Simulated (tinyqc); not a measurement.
Polarisation and half-bias from two TMR values.

Question. A tunnel junction has TMR = TMR0/(1 + (V/Vh)^2), TMR0 = 2 P1 P2/(1 - P1 P2). Find TMR0, Vh and P2.

Values chosen for this exercise: spin polarisation of the reference layer P1 = 0.72.

TMR at 0.1 and 0.4 V (%): 170.68635  117.88587

Solution. 1/TMR is linear in V^2, and P1 P2 = TMR0/(2 + TMR0).

TMR0 = 176 %
Vh = 0.570 V
P2 = 0.650

Computed by the program tinyqc: `OMP_NUM_THREADS=1 python tinyqc.py 2450145 2450146 out.jsonl`, one thread of a shared Intel Xeon 2.30GHz, about 0.01 s for the whole run.
